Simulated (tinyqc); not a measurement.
Worked calculation: Franz-Keldysh effect at a direct gap. Values are carried at full precision from step to step, so a last printed digit may differ when a step is redone from the rounded ones.

Parabolic bands, vertical transitions, no excitons. For each hole band j: mr = me mj/(me + mj); joint density of states J_j(E) = (mr/c)^(3/2) sqrt(E - Eg)/(2 pi^2), both spins, c = hbar^2/2m0; averaged matrix element |e.p|^2 = m0 Ep/6; alpha_j(E) = 4 pi^2 alpha_f c Ep J_j/(3 nr E) in 1/angstrom (alpha_f the fine-structure constant, listed as alpha among the constants), times 1e8 for 1/cm.

In a field Fd (1 kV/cm = 1e-5 V/angstrom) the electro-optic energy of band j is th = (c (e Fd)^2/mr)^(1/3), and sqrt(E - Eg) in J_j is replaced by pi sqrt(th) [Ai'(b)^2 - b Ai(b)^2] with b = (Eg - E)/th; Ai is the Airy function.

Constants: hbar^2/2m0 = 3.80998211 eV angstrom^2; fine-structure constant alpha = 0.007297352564.

Parameters, chosen for this exercise (near those of InP; not measured data):
- Eg = 1.305 eV (direct gap)
- me = 0.0813 m0 (electron mass)
- mhh = 0.61 m0 (heavy-hole mass)
- mlh = 0.0848 m0 (light-hole mass)
- Ep = 21 eV (Kane energy)
- nr = 3.43 (refractive index)
- Fd = 110 kV/cm (uniform field)
- E = 1.378 eV (photon energy)
- L = 52 micrometre (length of a waveguide)

## Electro-optic energy and length

For each hole band give mr, th and the length th/(e Fd).

Scales:
```
hole   mr (m0)  th (meV)  length (angstrom)
heavy  0.07174    40.055               36.4
light  0.04151    48.069               43.7
```

The light-hole pair has th larger by a factor 1.200, the cube root of the ratio of reduced masses.

## Airy factors at E

Ai is the Airy function, th the electro-optic energy of each hole band from the table (its other columns are not needed here), b = (Eg - E)/th with th in eV; the factor takes the place of sqrt(E - Eg) in the joint density of states.

Form b, Ai(b), Ai'(b) and the factor pi sqrt(th) [Ai'^2 - b Ai^2] for each band, beside sqrt(E - Eg) (zero below the gap).

Factors:
```
hole         b   Ai(b)  Ai'(b)  factor (eV^(1/2))  without field
heavy  -1.8225  0.3291  0.5237             0.2965         0.2702
light  -1.5187  0.4584  0.3222             0.2913         0.2702
```

## Absorption with and without the field

Put the factors in place of sqrt(E - Eg) in alpha_j and add the bands; a waveguide of length L changes its transmission by 4.343 (alpha(F) - alpha(0)) L dB.

alpha_j in the field (1/cm): heavy 6.31e+03, light 2.73e+03

alpha(F) = 9.04e+03 1/cm
alpha(0) = 8279 1/cm
change of loss = 17.1 dB

Without the field the loss over L is 187 dB, so this energy is of no use for a modulator. Above the gap the field raises the absorption at this energy; the sign alternates with energy (Franz-Keldysh oscillations). Excitons, which add a sharp peak at low field, are left out.

## Checks

- Airy factor at b = -40 against the zero-field limit sqrt(-b): 6.33 against 6.32.

Computed by tinyqc, a small Python program: `OMP_NUM_THREADS=1 python tinyqc.py 1650795 1650796 out.jsonl` (the numbers bound the seed that draws the inputs); one thread of a shared host (Intel(R) Xeon(R) Processor @ 2.30GHz), about 0.01 s for the whole set of steps.
